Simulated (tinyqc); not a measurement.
Ion implantation: universal nuclear stopping, Lindhard-Scharff electronic stopping and a Gaussian range profile: one step, computed by the program tinyqc. Command: `OMP_NUM_THREADS=1 python tinyqc.py 3005236 3005237 out.jsonl implant walk`. One thread of a shared host (Intel(R) Xeon(R) Processor @ 2.30GHz), about 0.05 s of CPU time with the checks.

An ion slows by elastic collisions with screened nuclei and by friction with electrons; channelling is ignored and the target is uniform.

Question. Gaussian profile. C(x) = C_p exp(-(x - R_p)^2/(2 dR_p^2)) with C_p = Q/(sqrt(2 pi) dR_p), 1 nm = 1e-7 cm; the profile falls to the background at x_j = R_p + dR_p sqrt(2 ln(C_p/C_B)); the peak atomic fraction is C_p/N.

Inputs (values chosen for the exercise, modelled on boron ions in copper):

| quantity | value | unit |
|---|---|---|
| ion mass M1 | 11 | u |
| target mass M2 | 63.55 | u |
| target density N | 84.9 | 1/nm^3 |
| dose Q | 4.4e+14 | 1/cm^2 |
| background C_B | 2e+15 | 1/cm^3 |

straggle dR_p = 4.275618 nm

projected range R_p = 18.08355 nm

Give: peak concentration C_p; depth x_j where C falls to C_B; peak atomic fraction.

Answer.

peak concentration C_p = 4.105e+20 1/cm^3

Depth x_j where C falls to C_B = 39.23 nm

peak atomic fraction = 0.004836

Caution: the estimates of R_p and dR_p assume mainly nuclear stopping and an ion not much lighter than the target; here they are rough, and for light ions in heavy targets the straggle can be low by a factor of two or more.
